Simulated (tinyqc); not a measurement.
Comparisons within one model: type-II superlattice in the two-band Kane model. A value that a table varies takes the place of the one given here.

Motion along the axis, period d = a + b, c = hbar^2/2m0. Conduction and light-hole bands couple: (E - Ec)(E - Ev) = Ep c k^2 in each layer, with mass m(E) = (E - Ev)/Ep, which may be negative. The conduction envelope psi and psi'/m(E) are continuous; a layer carries them by [[cos kt, (m/k) sin kt], [-(k/m) sin kt, cos kt]] (cosh and sinh for k^2 < 0), and cos(q d) = tr(M_B M_A)/2. C1 is the first miniband above EvB, with its bottom at tr/2 = +1 and its top at -1; the gap is the bottom of C1 less the top heavy-hole level HH1.

Heavy holes are uncoupled: with e = EvB - E, p = sqrt(mhB e/c), w = sqrt(mhA (EvB - EvA - e)/c), the top level HH1 at q = 0 solves (p/mhB) tan(p b/2) = (w/mhA) tanh(w a/2).

Constants: hbar^2/2m0 = 3.80998211 eV angstrom^2; hc = 1239.841984 eV nm.

Parameters, chosen for this exercise (near those of an InAs/GaSb superlattice; shifted at random, so the results belong to these values and not to a real crystal):

| symbol | value | unit | meaning |
|---|---|---|---|
| b | 59 | angstrom | layer B |
| EcA | 0 | eV | conduction edge of A |
| EvA | -0.409 | eV | valence edge of A |
| EcB | 0.976 | eV | conduction edge of B |
| EvB | 0.156 | eV | valence edge of B |
| EpA | 14.3 | eV | coupling energy in A |
| EpB | 18 | eV | coupling energy in B |
| mhA | 0.35 | m0 | heavy hole in A |
| mhB | 0.26 | m0 | heavy hole in B |
| As | (18, 31, 36, 48, 56, 66, 77) | angstrom | widths of layer A |
| a | 41 | angstrom | layer A |

## Width of layer A

Bottom of C1 (tr/2 = +1, above EvB), HH1, the gap and hc/gap; widths at which C1 no longer starts above EvB are left out.

Results:

| a (angstrom) | C1 (eV) | HH1 (eV) | gap (meV) | cut-off (micrometre) |
|---|---|---|---|---|
| 18 | 0.5726 | 0.1275 | 445.1 | 2.79 |
| 31 | 0.3819 | 0.1272 | 254.7 | 4.87 |
| 36 | 0.3328 | 0.1272 | 205.6 | 6.03 |
| 48 | 0.2473 | 0.1272 | 120.1 | 10.32 |
| 56 | 0.2071 | 0.1272 | 79.9 | 15.51 |
| 66 | 0.1690 | 0.1272 | 41.8 | 29.63 |

From a = 18 to 66 angstrom C1 falls by 404 meV while HH1 moves by -0.3 meV, so layer A tunes the gap, from 445 to 42 meV. The cut-off shifts by 0.160 micrometre per angstrom at the thin end and 1.412 at the thick end: long wavelengths need tight control of the thickness.

## One band or two

Bottom of C1. One band: (k/mA) tan(k a/2) = (kappa/mB) tanh(kappa b/2) with the edge masses (Ec - Ev)/Ep and barrier EcB - EcA. Second row: mA replaced by m(E). The last column is measured against two bands.

Results:

| model | C1 (eV) | gap (meV) | error (meV) |
|---|---|---|---|
| one band, edge masses | 0.2636 | 136.4 | -29.0 |
| m(E) in A only | 0.2280 | 100.8 | -64.6 |
| two bands | 0.2926 | 165.4 | 0.0 |

mA = 0.0286 m0
mB = 0.0456 m0

With edge masses C1 errs by -29 meV, 18 % of the gap. The heavier m(E) in A changes it by -36 meV; the treatment of B changes it by +65 meV, since C1 lies 137 meV above the valence edge of B, where its mass is 0.0076 instead of 0.0456.

## What each parameter does

Bottom and width of C1, HH1 and the gap. Each row changes one parameter from the base and keeps the others.

Results:

| case | C1 (eV) | width (meV) | HH1 (eV) | gap (meV) |
|---|---|---|---|---|
| base | 0.2926 | 25.3 | 0.1272 | 165.4 |
| a = 38 angstrom | 0.3158 | 25.9 | 0.1272 | 188.6 |
| b = 62 angstrom | 0.2942 | 22.5 | 0.1295 | 164.7 |
| EvB = 0.136 eV | 0.2900 | 23.2 | 0.1074 | 182.7 |
| EcB = 1.026 eV | 0.2962 | 22.7 | 0.1272 | 169.0 |
| EvA = -0.439 eV | 0.2877 | 25.0 | 0.1269 | 160.7 |
| EpA = 15.4 eV | 0.3010 | 26.3 | 0.1272 | 173.8 |
| mhB = 0.3 m0 | 0.2926 | 25.3 | 0.1299 | 162.7 |

The largest shifts from the base row, up to three for each result and ties (the steps differ in size, so this ranks the rows, not the parameters). C1 (eV): a +0.0232, EpA +0.0084, EvA -0.0049; unchanged at the printed digits by mhB. width (meV): b -2.8, EcB -2.6, EvB -2.1; unchanged at the printed digits by mhB. HH1 (eV): EvB -0.0198, mhB +0.0027, b +0.0023; unchanged at the printed digits by a, EcB and EpA. gap (meV): a +23.2, EvB +17.3, EpA +8.4.

tinyqc: `OMP_NUM_THREADS=1 python tinyqc.py 1282532 1282533 out.jsonl`; about 0.1 s, one thread, shared Intel(R) Xeon(R) Processor @ 2.30GHz.
